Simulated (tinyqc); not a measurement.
Hydrogen passivation of interface dangling bonds: competing passivation and dissociation with distributed barriers: one step, computed by the program tinyqc. Command: `OMP_NUM_THREADS=1 python tinyqc.py 3009979 3009980 out.jsonl passiv walk`. One thread of a shared host (Intel(R) Xeon(R) Processor @ 2.30GHz), about 0.02 s of CPU time with the checks.

P_b + H2 gives P_bH + H at the rate k_f [H2]; P_bH gives P_b + H at the rate k_d. All defects start unpassivated. E_f and E_d are Gaussian and independent.

Task: Single barriers. [H2] = solubility factor x p; a = k_f0 [H2] exp(-E_f/(k_B T)), d = k_d0 exp(-E_d/(k_B T)). For one pair of barriers the active share is y = [d + a exp(-(a + d) t)]/(a + d). Temperatures in kelvin are T(C) + 273.15.

Inputs (values chosen for the exercise, close to those used for P_b centres at the silicon-oxide interface):
```
quantity                                      value          unit
passivation prefactor k_f0                  2.4e-07        cm^3/s
mean passivation barrier E_f                   1.52            eV
spread sigma_f                                 0.11            eV
dissociation prefactor k_d0                 5.1e+12           1/s
mean dissociation barrier E_d                  2.81            eV
spread sigma_d                                0.092            eV
H2 in the oxide per atm, solubility factor  4.1e+17  1/(cm^3 atm)
hydrogen pressure p                            0.03           atm
anneal temperature T                            250             C
anneal time t                                   340             s
```

Constants: k_B = 8.617333262e-05 eV/K.

Give: passivation rate a; dissociation rate d; a t; steady active share d/(a + d); active share, single barriers.

Result:

passivation rate a = 6.717e-06 1/s

dissociation rate d = 4.339e-15 1/s

a t = 0.002284

steady active share d/(a + d) = 6.460e-10

active share, single barriers = 0.9977

The anneal is too short or cold to finish.
